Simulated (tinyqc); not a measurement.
Coherent potential approximation for a binary alloy with a semi-elliptic band, step by step. Values are carried at full precision from step to step, so a last printed digit may differ when a step is redone from the rounded ones.

Site levels eA = -x d (share 1 - x) and eB = (1 - x) d (share x), so that their mean, the virtual crystal, is 0. Pure band: G0(z) = 2 (z - sqrt(z - W) sqrt(z + W))/W^2 with principal roots, density -Im G/pi per site. The medium has a self-energy S(z), G = G0(z - S), z = E + i eta. t_i = (e_i - S)/(1 - (e_i - S) G); the CPA demands <t> = (1 - x) tA + x tB = 0. Iteration: start at S = 0, set S(new) = S + <t>/(1 + <t> G), stop when |<t>| < 1e-9 eV.

Constants: hbar = 6.58211957e-16 eV s.

Values chosen for the exercise: W = 4.7 eV (half width of the pure band); x = 0.1 (fraction of B); d = 6.02 eV (eB - eA); eta = 0.094 eV (broadening); E = -3.66 eV (energy).

## First step: the average t-matrix

With S = 0 form G, tA, tB, <t> and the new S.

eA, eB (eV): -0.6020  5.4180

G = -0.32082-0.25880i 1/eV

tA, tB (eV): -0.7193-0.1389i  1.5676-0.8027i

<t> = -0.4906-0.2053i eV
S after one step = -0.4626-0.1051i eV

## The self-consistent medium

Iterate.

Iterations:

| i | S (eV) | G (1/eV) | \|<t>\| (eV) |
|---|---|---|---|
| 0 | 0.00000 | -0.32082-0.25880i | 0.532 |
| 1 | -0.46262-0.10511i | -0.27281-0.29483i | 0.0218 |
| 2 | -0.44106-0.10899i | -0.27422-0.29271i | 0.000892 |
| 3 | -0.44184-0.10856i | -0.27419-0.29281i | 3.64e-05 |
| 4 | -0.44182-0.10859i | -0.27419-0.29280i | 1.49e-06 |
| 5 | -0.44182-0.10859i | -0.27419-0.29280i | 6.08e-08 |
| 6 | -0.44182-0.10859i | -0.27419-0.29280i | 2.48e-09 |
| 7 | -0.44182-0.10859i | -0.27419-0.29280i | 1.01e-10 |

S = -0.44182-0.10859i eV
G = -0.27419-0.29280i 1/eV

Converged at i = 7. The first step gave -0.4626-0.1051i eV.

## Densities on A and B, and the lifetime

G_i = G/(1 - (e_i - S) G); densities -Im G_i/pi; their weighted sum must be -Im G/pi. Lifetime hbar/(2 |Im S|), which has a meaning only while |Im S| is small against W. Weak-scattering value of S: x (1 - x) d^2 G.

densities (1/eV): on A 0.1026, on B 0.0091, weighted sum 0.0932, medium 0.0932

lifetime = 3.03 fs
weak-scattering S = -0.8943-0.9550i eV

An A site carries the larger density here, by a factor 11.32; the weak-scattering value is 211 % from S.

## Checks

- Weighted sum of the partial densities against the density of the medium: both 0.093203.

(tinyqc, `OMP_NUM_THREADS=1 python tinyqc.py 1450765 1450766 out.jsonl`, Intel(R) Xeon(R) Processor @ 2.30GHz, 1 thread, shared host, about 0.01 s.)
